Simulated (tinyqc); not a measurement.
Worked calculation: thin (001) film in sp3s* tight binding with raised dangling bonds. Values are carried at full precision from step to step, so a last printed digit may differ when a step is redone from the rounded ones.

sp3s* tight binding, nearest neighbours only: anion (a) at 0, cation (c) at a/4 (1,1,1), orbitals s, px, py, pz, s* on each; k in units of 2 pi/a. With phases e_j = exp(i (pi/2) k.n_j) for n = (1,1,1), (1,-1,-1), (-1,1,-1), (-1,-1,1): g0 = (e1+e2+e3+e4)/4, g1 = (e1+e2-e3-e4)/4, g2 = (e1-e2+e3-e4)/4, g3 = (e1-e2-e3+e4)/4. The diagonal holds the levels Esa, Epa, Exa (s*) and Esc, Epc, Exc. Anion-cation block: <sa|sc> = Vss g0; <sa|xc> = Vsapc g1; <xa|sc> = -Vscpa g1; <xa|xc> = Vxx g0; <xa|yc> = <ya|xc> = Vxy g3, <xa|zc> = <za|xc> = Vxy g2, <ya|zc> = <za|yc> = Vxy g1; <s*a|xc> = Vxapc g1; <xa|s*c> = -Vpaxc g1; y and z take g2 and g3 in place of g1; s-s* and s*-s* vanish.

Parameters, chosen for this exercise (out of a larger set: near a published set for Si, fitted to gaps, whose masses and valley positions are rough; not measured data):

| symbol | value | unit | meaning |
|---|---|---|---|
| p | (-4.192, 1.713, -4.192, 1.713, 6.671, 6.671, -8.308, 1.71, 4.584, 5.71, 5.71, 5.369, 5.369) | eV | order Esa, Epa, Esc, Epc, Exa, Exc, Vss, Vxx, Vxy, Vsapc, Vscpa, Vxapc, Vpaxc |
| N | 5 |  | atomic planes in the small film |
| dl | 20 | eV | shift of the dangling hybrids |

## Bulk edges along [001]

Gap at Gamma and minimum on (0,0,kz), kz from 0.5 to 1, from the bulk Ev. States at zero in-plane momentum come from this line alone.

edges (eV): Gamma 3.4200, Delta 1.1568

kz of the minimum = 0.7315 2 pi/a

## The two blocks of the small film

Planes alternate anion (a), cation (c) along [001], a/4 apart, starting with an anion; zero in-plane momentum; levels counted from the bulk Ev, the lower root of [[Epa, Vxx], [Vxx, Epc]]; no spin-orbit coupling. Block of s, pz, s*: from an anion to the cation above, Vss/2 (s,s), Vsapc/2 (s,z), -Vscpa/2 (z,s), Vxx/2 (z,z), Vxapc/2 (s*,z), -Vpaxc/2 (z,s*); to the cation below the same with the s-z and s*-z signs reversed. Block of u = (px + py)/sqrt2 and v = (px - py)/sqrt2: to the cation above (Vxx + Vxy)/2 for u and (Vxx - Vxy)/2 for v, to the cation below the reverse. Each surface atom has two dangling sp3 hybrids; raising both by dl adds (dl/2) [[1, t], [t, 1]] to its s, pz levels (t = -1 at the bottom face, +1 at the top) and dl to the one of u, v in whose plane the missing bonds lie (v for a bottom anion or a top cation, u for a top anion).

Fill them in.

s, pz, s* block (eV):
```
         sa1      za1    *a1     sc2     zc2     *c2     sa3     za3     *a3     sc4     zc4     *c4
sa1    5.805  -10.000      0  -4.154   2.855       0       0       0       0       0       0       0
za1  -10.000   11.710      0  -2.855   0.855  -2.684       0       0       0       0       0       0
*a1        0        0  6.668       0   2.684       0       0       0       0       0       0       0
sc2   -4.154   -2.855      0  -4.195       0       0  -4.154   2.855       0       0       0       0
zc2    2.855    0.855  2.684       0   1.710       0  -2.855   0.855  -2.684       0       0       0
*c2        0   -2.684      0       0       0   6.668       0   2.684       0       0       0       0
sa3        0        0      0  -4.154  -2.855       0  -4.195       0       0  -4.154   2.855       0
za3        0        0      0   2.855   0.855   2.684       0   1.710       0  -2.855   0.855  -2.684
*a3        0        0      0       0  -2.684       0       0       0   6.668       0   2.684       0
sc4        0        0      0       0       0       0  -4.154  -2.855       0  -4.195       0       0
zc4        0        0      0       0       0       0   2.855   0.855   2.684       0   1.710       0
*c4        0        0      0       0       0       0       0  -2.684       0       0       0   6.668
sa5        0        0      0       0       0       0       0       0       0  -4.154  -2.855       0
za5        0        0      0       0       0       0       0       0       0   2.855   0.855   2.684
*a5        0        0      0       0       0       0       0       0       0       0  -2.684       0

        sa5     za5     *a5
sa1       0       0       0
za1       0       0       0
*a1       0       0       0
sc2       0       0       0
zc2       0       0       0
*c2       0       0       0
sa3       0       0       0
za3       0       0       0
*a3       0       0       0
sc4  -4.154   2.855       0
zc4  -2.855   0.855  -2.684
*c4       0   2.684       0
sa5   5.805  10.000       0
za5  10.000  11.710       0
*a5       0       0   6.668
```

u, v block (eV):
```
       ua1     va1     uc2     vc2     ua3     va3     uc4     vc4     ua5    va5
ua1  1.710       0   3.147       0       0       0       0       0       0      0
va1      0  21.710       0  -1.437       0       0       0       0       0      0
uc2  3.147       0   1.710       0  -1.437       0       0       0       0      0
vc2      0  -1.437       0   1.710       0   3.147       0       0       0      0
ua3      0       0  -1.437       0   1.710       0   3.147       0       0      0
va3      0       0       0   3.147       0   1.710       0  -1.437       0      0
uc4      0       0       0       0   3.147       0   1.710       0  -1.437      0
vc4      0       0       0       0       0  -1.437       0   1.710       0  3.147
ua5      0       0       0       0       0       0  -1.437       0  21.710      0
va5      0       0       0       0       0       0       0   3.147       0  1.710
```

## Levels of the small film

Diagonalise both blocks.

levels of the s, pz, s* block (eV): -11.692  -9.492  -6.277  -2.436  1.786  1.987  3.115  3.936  6.668  6.799  8.021  9.249  10.008  19.610  19.631

levels of the u, v block (eV): -2.254  -2.254  -0.827  -0.827  4.183  4.183  5.632  5.632  21.815  21.815

No level lies between 0 and the bulk edge 1.157 eV; confinement has widened the gap at zero in-plane momentum to 2.614 eV.

## Checks

- Lowest conduction level of 201 planes, with the dangling hybrids shifted far away, against the bulk edge: both 1.157.

tinyqc: `OMP_NUM_THREADS=1 python tinyqc.py 1480823 1480824 out.jsonl`; about 0.4 s, one thread, shared Intel(R) Xeon(R) Processor @ 2.30GHz.
